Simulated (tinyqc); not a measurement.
## Radius from the resistance

Question. Two half-spaces of a free-electron metal (one valley, spin 2) meet through a circular opening of radius a in an insulating sheet. kF = (3 pi^2 n)^(1/3), resistivity rho = hbar kF/(n q^2 l). Maxwell: RM = rho/(2 a); Sharvin: RS = 4 rho l/(3 pi a^2); interpolation R = RS + gamma RM, gamma = (1 + 0.83 K)/(1 + 1.33 K), K = l/a. Find a.

Inputs (values chosen for the exercise): free-electron density n = 4.1e22 cm^-3; mean free path l = 19 nm.

Constants: q = 1.602176634e-19 C, hbar = 1.054571817e-34 J s. Results are converted to the units shown.

R = 26.659035 ohm

Answer. R falls steadily as a grows, so there is one root, found by bisection.

a = 4.50 nm
K = 4.22

Computed by the program tinyqc: `OMP_NUM_THREADS=1 python tinyqc.py 2760158 2760159 out.jsonl`, one thread of a shared Intel Xeon 2.30GHz, about 0.01 s for the whole run.
